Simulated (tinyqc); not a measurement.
Raman line shape of confined optical phonons and breathing modes of small crystals: one step, computed by the program tinyqc. Command: `OMP_NUM_THREADS=1 python tinyqc.py 3029702 3029703 out.jsonl confine walk`. One thread of a shared host (Intel(R) Xeon(R) Processor @ 2.30GHz), about 0.02 s of CPU time with the checks.

Confinement in 3 direction(s) lets phonons with q away from zero scatter light. q is in units of 2 pi/a, from 0 to 1, and the branch is isotropic: omega(q)^2 = (omega_0^2 + omega_X^2)/2 + ((omega_0^2 - omega_X^2)/2) cos(pi q). The model and its constant beta are phenomenological; beta = 8 is the common choice.

Problem. Range of wave vectors. Weight W(q) = q^2 exp(-(2 L q/a)^2/(2 beta)) dq, that is exp(-k^2 L^2/(2 beta pi^2)) for k = 2 pi q/a. Width q_c = a sqrt(2 beta)/(2 L), where the exponential falls to 1/e; curvature of the branch: omega(q) = omega_0 - c q^2, c = pi^2 (omega_0^2 - omega_X^2)/(8 omega_0); for small q_c the mean of q^2 is (number of confined directions) q_c^2/2, and the mean shift is -c times that.

Inputs (values chosen for the exercise, modelled on germanium):

| quantity | value | unit |
|---|---|---|
| bulk frequency omega_0 | 300.9 | 1/cm |
| frequency at the zone boundary omega_X | 247 | 1/cm |
| lattice constant a | 5.658 | angstrom |
| size L | 7 | nm |
| confinement constant beta | 8 | - |

Shape: sphere.

Give: q_c; curvature c; mean shift, quadratic estimate; omega(q_c) - omega_0.

Solution.

q_c = 0.1617 2 pi/a

curvature c = 121.1 1/cm

mean shift, quadratic estimate = -4.746 1/cm

omega(q_c) - omega_0 = -3.113 1/cm
